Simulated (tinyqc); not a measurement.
# Random telegraph noise from one oxide trap in a small MOSFET: time constants and noise against gate voltage

An acceptor-like trap exchanges electrons with the channel. Inversion charge Q = Cox u, u = n Vt W0(exp((Vg - VT)/(n Vt))), W0 the Lambert function, n = nf, Cox = eps0 eox/tox; linear regime Id = (W/L) mu Q Vd. Relative to threshold the surface potential rises by Vt ln(u/u0) and the oxide voltage by the rest of Vg - VT, with u0 = n Vt W0(1).

N = Cox u/q; dpsi = Vt ln(u/u0); E = E0 - dpsi - (xt/tox)(Vg - VT - dpsi); capture time tc = 1/[(N/zi) vth s0 exp(-xt/lt - EB/Vt)]; emission time te = tc exp(-E/Vt); occupancy te/(tc + te). A = W L; threshold step dV = q (1 - xt/tox)/(Cox A); gm/Id = 1/(u + n Vt); relative step dI/I = (gm/Id) dV + asc mu/A. fc = (1/tc + 1/te)/(2 pi); rms = (dI/I) sqrt(tc te)/(tc + te).

Inputs (values chosen for the exercise); values of the order met in silicon transistors:
- T = 300 K (temperature)
- eox = 9.11 (relative permittivity of the gate insulator (close to aluminium oxide))
- tox = 3.3 nm (insulator thickness)
- xt = 1.6 nm (depth of the trap from the channel interface)
- E0 = 0.28 eV (trap level above the channel Fermi level at threshold)
- s0 = 4e-15 cm^2 (capture prefactor)
- EB = 0.51 eV (capture barrier (lattice relaxation))
- lt = 0.14 nm (tunnelling decay length)
- vth = 2e7 cm/s (thermal velocity)
- zi = 1.6 nm (thickness of the inversion layer)
- VT = 0.36 V (threshold voltage)
- nf = 1.09 (body factor)
- W = 45 nm (gate width)
- L = 23 nm (gate length)
- mu = 130 cm^2/(V s) (mobility)
- asc = 1.8e-15 V s (scattering coefficient of the charged trap)
- Vd = 0.05 V (drain voltage)

Constants: q = 1.602176634e-19 C, kB = 1.380649e-23 J/K, Vt = kB T/q, eps0 = 8.8541878128e-14 F/cm where lengths are in cm. Results are converted to the units shown.

Time constants and noise against gate voltage:
```
Vg (V)	E (eV)	tc (s)	te (s)	occupancy	dI/I (%)	fc (Hz)	rms dI/I (%)
0.61	0.12544	22.782	0.17792	0.0077493	3.7199	0.90150	0.32619
0.67	0.093145	17.906	0.48778	0.026519	3.4394	0.33517	0.55262
0.73	0.061418	14.691	1.3654	0.085039	3.2458	0.12740	0.90538
0.79	0.030096	12.424	3.8787	0.23791	3.1049	0.053843	1.3221
0.85	-9.2574e-4	10.747	11.139	0.50895	2.9983	0.029096	1.4989
0.91	-0.031717	9.4595	32.261	0.77327	2.9149	0.021758	1.2205
0.97	-0.062325	8.4410	94.059	0.91765	2.8480	0.020547	0.78292
1.03	-0.092785	7.6164	275.72	0.97312	2.7933	0.021474	0.45178
1.09	-0.12312	6.9358	811.82	0.99153	2.7477	0.023143	0.25183
```

tc falls from 22.8 to 6.94 s as the channel fills and te rises from 0.178 to 812 s; they are equal at Vg = 0.848 V, where E = 0. The rms noise goes from 0.326 through a maximum of 1.50 (at Vg = 0.85 V among the rows listed) to 0.252 %. The slope -Vt d ln(tc/te)/dVg is 0.538 between the first two rows and 0.506 between the last two; it tends to xt/tox = 0.485 only when the surface potential stops moving.

Range of the model: VT is taken as given; short-channel effects and the uneven flow of current among few electrons are left out.

Numbers from tinyqc (`OMP_NUM_THREADS=1 python tinyqc.py 2710032 2710033 out.jsonl`; about 0.01 s on one thread of a shared Intel Xeon 2.30GHz).
